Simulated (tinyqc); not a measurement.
Changing the Huang-Rhys factor S: non-radiative capture by multiphonon emission, one effective mode. Computed by tinyqc, a small Python program. Command: `OMP_NUM_THREADS=1 python tinyqc.py 3004014 3004015 out.jsonl capture sweep`. One thread of a shared host (Intel(R) Xeon(R) Processor @ 2.30GHz), about 0.04 s of CPU time with the checks.

The initial state (free carrier plus empty centre) lies dE above the final state; both have the same frequency and are displaced by dQ.

Inputs (values chosen for the exercise, with mass, screening and phonons like those of ZnO):
```
quantity,value,unit
energy released dE,0.77,eV
phonon energy hbar omega,54.2,meV
electron-phonon coupling W,0.0021,eV/(u^(1/2) angstrom)
cell volume V,937,angstrom^3
degeneracy g,2,-
broadening b,47,meV
carrier mass m,0.818,m_0
dielectric constant eps,7.97,-
temperature T,200,K
defect density N_t,3e+14,cm^-3
```

Centre: attractive.

Constants: hbar^2/u = 4.18015928e-03 eV angstrom^2; k_B = 8.617333262e-05 eV/K; hbar = 6.582119569e-16 eV s; Ry = 13.605693123 eV; k_B = 1.380649e-23 J/K; m_0 = 9.1093837015e-31 kg.

Method:
- dQ = sqrt(2 S (hbar^2/u)/hbar omega); relaxation energy lambda = S hbar omega; phonons needed P = dE/hbar omega; classical barrier E_b = (dE - lambda)^2/(4 lambda); occupation n = 1/(exp(hbar omega/k_B T) - 1).
- Huang-Rhys weight for a net emission of p phonons: L_p = exp(-S (2n + 1)) ((n + 1)/n)^(p/2) I_p(2 S sqrt(n (n + 1))), I_p the modified Bessel function.
- M_p = sum_m w_m <m_i|Q|(m + p)_f>^2 with Q counted from the final minimum and Boltzmann weights w_m for m = 0..24; <m_i|Q|k_f> = sqrt((hbar^2/u)/(2 hbar omega)) [sqrt(k) <m|k-1> + sqrt(k+1) <m|k+1>], with overlaps of oscillators displaced by d = sqrt(2 S) summed on 1500 points from -16 to 16 + d.
- The delta function is a Gaussian of standard deviation b at dE - p hbar omega.
- C_0 = V (2 pi/hbar) g W^2 sum_p M_p Gaussian_p. The sum runs over the seven p from round(P) - 3 to round(P) + 3; 1 angstrom^3 = 1e-24 cm^3.
- Sommerfeld factor of an attractive centre: s(k) = 2 pi nu/(1 - exp(-2 pi nu)), nu = sqrt(Ry*/E), Ry* = Ry m/eps^2, averaged over (2/sqrt(pi)) sqrt(x) exp(-x) dx with x = E/k_B T = t^2 (trapezoid, t to 6 in steps of 0.01).
- C = s C_0; v = sqrt(3 k_B T/m); sigma = C/v; tau = 1/(C N_t).

One run for each value:
```
Huang-Rhys factor S,capture coefficient C (cm^3/s),classical barrier E_b (eV),dQ (u^(1/2) angstrom)
2.6,1.8688e-13,0.70207,0.6333
3.2,1.3246e-12,0.51298,0.7026
4.1,1.1962e-11,0.33757,0.7953
5.1,7.0554e-11,0.22034,0.8869
6.4,3.6139e-10,0.12903,0.9936
7.9,1.2836e-09,0.06822,1.1039
9.9,3.5721e-09,0.02539,1.2357
12.0,6.0882e-09,0.00550,1.3605
16.0,6.4775e-09,0.00272,1.5710
```

Over the rows, capture coefficient C (cm^3/s) rises from 1.87e-13 to 6.48e-9 (exponent d ln y / d ln x 9.4 between the first rows and 0.22 between the last); classical barrier E_b (eV) falls from 0.702 to 0.00272 (exponent d ln y / d ln x -1.5 between the first rows and -2.4 between the last); dQ (u^(1/2) angstrom) rises from 0.633 to 1.57 (exponent d ln y / d ln x about 0.50 throughout). The barrier vanishes where S equals the number of phonons needed, dE/hbar omega = 14.2.

Caution (rows 2.60, 3.20, 4.10): the largest term is not the one nearest energy conservation, so C_0 depends strongly on the broadening b. Caution (all rows): the effective Bohr radius is under 10 angstrom, so the effective-mass Sommerfeld factor is rough.

Extremes, crossings and ranges named in words are read from the listed rows.
